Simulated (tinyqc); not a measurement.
Peak against initial coverage: adsorption as a lattice gas: isotherms with interactions, competition, desorption peaks and saturation dose. Computed by tinyqc, a small Python program. Command: `OMP_NUM_THREADS=1 python tinyqc.py 3015319 3015320 out.jsonl adsorb walk`. One thread of a shared host (Intel(R) Xeon(R) Processor @ 2.30GHz), about 0.2 s of CPU time with the checks.

One adsorbate per site; a molecule needs 2 empty sites. Gas and surface have the same temperature.

Inputs (values chosen for the exercise, for a model surface): desorption energy E = 1.04 eV; prefactor nu = 9.6e+13 1/s; pair energy w (positive repels) = -0.025 eV; neighbours z = 4; heating rate beta = 11 K/s.

Adsorption: dissociative (second order).

Constants: k_B = 8.617333262e-05 eV/K.

Method. Heating at the rate beta: d theta/dT = -(nu/beta) theta^2 exp(-[E - 2 z w theta]/(k_B T)). Integrated numerically (relative tolerance 1e-9); T_p is the maximum of the rate.

Peak temperatures (K):
```
theta_0   w = 0  with w
0.1      400.42  406.69
0.3      387.19  405.12
0.5      381.32  410.39
0.7      377.55  417.42
0.9      374.78  425.29
```

Without interaction the peak moves down by 25.6 K, the mark of second order; with w it moves by +18.6 K.

Extremes, crossings and ranges named in words are read from the listed rows.
